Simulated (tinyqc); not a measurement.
Charge control and current of a heterostructure field-effect transistor: one step, computed by the program tinyqc. Command: `OMP_NUM_THREADS=1 python tinyqc.py 3022106 3022107 out.jsonl hemt walk`. One thread of a shared host (Intel(R) Xeon(R) Processor @ 2.30GHz), about 0.01 s of CPU time with the checks.

Two subbands in a triangular well; E_F is counted from the conduction band edge of the channel at the interface.

Question. First iteration. Charge control: n_s = C_b (V_G - V_T - E_F/e)/e. Well: mean field F = e n_s/(2 eps eps_0), E_i = (hbar^2/2m)^(1/3) [(3 pi e F/2)(i + 3/4)]^(2/3), i = 0, 1; n_s = D k_B T sum_i ln(1 + exp((E_F - E_i)/k_B T)), D = m/(pi hbar^2), which is solved in closed form for E_F. Iteration from n_s = C_b (V_G - V_T)/(2e): E_F from n_s, n_out from the charge control, n_new = n_s + mixing (n_out - n_s), kept above n_s/10; stop when |n_out/n_s - 1| < 1e-9.

Inputs (values chosen for the exercise, modelled on AlGaN/GaN):
```
quantity                                value  unit
channel mass m                           0.19   m_0
permittivity eps (barrier and channel)   9.42     -
conduction band offset dE_c              0.46    eV
gate voltage V_G                         0.19     V
temperature T                             300     K
```

Charge source: polarisation. Velocity law: two-piece.

barrier capacitance C_b = 0.6950537 microfarad/cm^2

threshold voltage V_T = -3.409201 V

Constants: e = 1.602176634e-19 C; k_B = 8.617333262e-05 eV/K; eps_0 = 8.8541878128e-12 F/m; hbar = 1.054571817e-34 J s; m_0 = 9.1093837015e-31 kg; k_B = 1.380649e-23 J/K.

Give: starting n_s; E_0; E_1; E_F; n_out.

Answer.

starting n_s = 7.807e+12 1/cm^2

E_0 = 241.5 meV

E_1 = 424.8 meV

E_F = 338.4 meV

n_out = 1.415e+13 1/cm^2

Caution: a density of n_out would put E_F above the conduction band minimum of the barrier, where parallel conduction sets in.
